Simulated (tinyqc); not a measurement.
## Length offset and series resistance from crossing lines

Question. R_total = Rs + k (L - dL)/Vo with constant Rs, dL and k. Find k, dL and Rs.

R_total at (L, Vo) = (40, 0.41), (80, 0.41), (40, 0.9) and (80, 0.9), L in nm and Vo in V (ohm um): 471.07317  802.78049  312.6  463.71111

Answer. At each overdrive R is a straight line in L with slope k/Vo; the two lines cross at L = dL, R = Rs.

k = 3.40 ohm um V/nm
dL = 4.90 nm
Rs = 180 ohm um

Program tinyqc, `OMP_NUM_THREADS=1 python tinyqc.py 2282237 2282238 out.jsonl`; Intel Xeon 2.30GHz, shared host, one thread, about 0.05 s.
